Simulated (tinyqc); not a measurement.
Bias-temperature instability from a Gaussian distribution of capture and emission barriers. From remaining share dV/dV0 back to mean of E_e - E_c at the stress field, delta. Computed by tinyqc, a small Python program. Command: `OMP_NUM_THREADS=1 python tinyqc.py 3025920 3025921 out.jsonl bti inv`. One thread of a shared host (Intel(R) Xeon(R) Processor @ 2.30GHz), about 0.06 s of CPU time with the checks.

Each trap has a capture time tau_0 exp(E_c/(k_B T)) under stress and an emission time tau_0 exp(E_e/(k_B T)) after it. E_c is Gaussian, and E_e = E_c + d with d Gaussian and independent. A trap counts as filled once t_s exceeds its capture time and as emptied once t_r exceeds its emission time.

Inputs (values chosen for the exercise, for a model p-channel transistor):
```
quantity,value,unit
shift with all traps filled V_max,150,mV
mean capture barrier at zero field mu_c,1.86,eV
spread of capture barriers sigma_c,0.26,eV
lowering of mu_c per field k_F,0.057,eV/(MV/cm)
oxide field F,6,MV/cm
"spread of E_e - E_c, sigma_d",0.35,eV
time constant tau_0,2e-10,s
temperature T,85,C
stress time t_s,30000,s
recovery time t_r,0.001,s
```

Constants: k_B = 8.617333262e-05 eV/K.

Method:
- Demarcation energies E_s = k_B T ln(t_s/tau_0), E_r = k_B T ln(t_r/tau_0); mean barrier mu = mu_c - k_F F; z = (E_s - mu)/sigma_c; Phi is the standard normal distribution.
- Temperatures in kelvin are T(C) + 273.15.
- Shift without recovery dV0 = V_max Phi(z); local time exponent n = d ln dV0/d ln t_s = (k_B T/sigma_c) exp(-z^2/2)/(sqrt(2 pi) Phi(z)); apparent activation energy n E_s.
- Remaining shift dV = V_max int_(-infinity)^(E_s) g(E_c) [1 - Phi((E_r - E_c - delta)/sigma_d)] dE_c, g the Gaussian density of E_c (Gauss-Legendre, 120 points over 7 sigma_c below E_s).

Problem. A run gave the result below. Find the mean of E_e - E_c at the stress field, delta, known to lie between 0.078 and 0.12 eV.

remaining share dV/dV0 = 0.9239976

Solution.

Each step takes the trial c = (a f_b - b f_a)/(f_b - f_a), f being the result less the target and a, b, c the logarithms of the listed values; c replaces end b, the old b replaces a if the sign of f changed, and otherwise f_a is halved.

Scan of the range:
```
"mean of E_e - E_c at the stress field, delta (eV)",remaining share dV/dV0
0.0780,0.921163
0.0838,0.923472
0.0900,0.925881
0.0967,0.928419
0.1040,0.931108
0.1120,0.933963
0.1200,0.936725
```

False position (Illinois rule, in the logarithm of the input) inside the bracket:
```
step,end a,end b,trial,remaining share dV/dV0
1,0.0838000,0.0900000,0.0851155,0.923988
2,0.0900000,0.0851155,0.0851396,0.923997
3,0.0900000,0.0851396,0.0851405,0.923998
4,0.0851396,0.0851405,0.0851401,0.923998
```

Remaining share dV/dV0 rises at every point of a 13-point scan of the range (every second point is shown), so one value fits; it is bracketed by 0.0838 and 0.0900. Answer: mean of E_e - E_c at the stress field, delta = 0.08514 eV.
